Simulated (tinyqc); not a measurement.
Inter-valley coupling by envelope functions against a chain of atomic planes, step by step. Values are carried at full precision from step to step, so a last printed digit may differ when a step is redone from the rounded ones.

Chain: E(phi) = e0 + 2 v cos(phi) + 2 u cos(2 phi), cos(phi0) = -v/(4u), e0 = 2u + v^2/(4u); plane j = 0, 1, ... has the potential V_j = dE x_j + F (j - 30) a/4 (1 MV/m = 1e-4 V/angstrom). There are 30 barrier planes a side; with y = j - 29.5, x_j = xb (f(y) + f(Nw - y)), f(y) = 1/(1 + exp(y/L)), plus any Ge added in the well. The valley splitting is the spacing of the two lowest levels. Envelope theory: F_j solves a one-valley chain with hopping -b and diagonal 2b + V_j, b = 4u sin^2(phi0), sum F_j^2 = 1; the valleys couple by Dv = sum_j F_j^2 V_j exp(-2 i phi0 j) and split by 2|Dv|.

Constants: hbar^2/2m0 = 3.80998211 eV angstrom^2.

Values chosen for the exercise (near those of the Delta valleys of silicon in a SiGe well; not measured data):
- a = 5.431 angstrom (lattice constant; planes lie a/4 apart)
- u = 0.61 eV (second-neighbour hopping)
- v = 0.495 eV (nearest hopping)
- Nw = 49 (planes in the well)
- L = 0.75 planes (interface width)
- xb = 0.28 (Ge fraction of the barriers)
- dE = 0.51 eV (offset per unit Ge fraction)
- F = 2 MV/m (field)
- js = 44 (plane j of a Ge spike (the well starts at j = 30))
- xs = 0.04 (Ge fraction added on that plane)

## Valley phase, mass and the wavelengths that couple the valleys

phi0; b = 4u sin^2(phi0); mass m/m0 = c/(b (a/4)^2), c = hbar^2/2m0. A potential couples the valleys if its phase advances by 2 phi0 a plane, or, since only whole planes count, by 2 pi - 2 phi0: periods pi/phi0 and pi/(pi - phi0) planes.

phi0 = 1.77508 rad
b = 2.33958 eV
mass = 0.8834 m0

periods (planes): pi/phi0 1.7698, pi/(pi - phi0) 2.2990

longer period = 3.1215 angstrom

## The smooth well

Lowest doublet of the chain and the envelope result.

level (meV): chain 13.396, envelope 13.415

splitting (micro-eV): chain 3.98, envelope 3.88

planes covered, 1/sum F^4 = 37.08
largest F_j^2 = 0.03639

The levels agree within 0.02 meV. A graded interface has little Fourier weight at 2 phi0, so the splitting is a small remainder of cancelling terms; the envelope value is 0.98 times that of the chain.

## One plane of added Ge, to first order

F_j^2 of the smooth well on that plane = 0.03215

F_j is the envelope on plane j (sum F_j^2 = 1) and Dv the coupling of the two valleys, which split by 2|Dv|. A single plane has Fourier weight at all wavelengths: it adds dE xs F_j^2 to |Dv|, so the splitting is about 2 dE xs F_j^2 if this term rules, and the mean of the doublet rises by dE xs F_j^2.

splitting = 1312 micro-eV
rise of the mean level = 0.656 meV

The chain with the spike gives 1219 micro-eV and a rise of 0.611 meV; the envelope solved with the spike gives 1215. First order is +8 % off: the state draws back from the spike, which the envelope solved anew includes.

## Checks

- Splitting with a weak spike (0.02) on plane j = 46 from the envelope against the chain (micro-eV): 682 against 684.

(tinyqc, `OMP_NUM_THREADS=1 python tinyqc.py 1482465 1482466 out.jsonl`, Intel(R) Xeon(R) Processor @ 2.30GHz, 1 thread, shared host, about 0.1 s.)
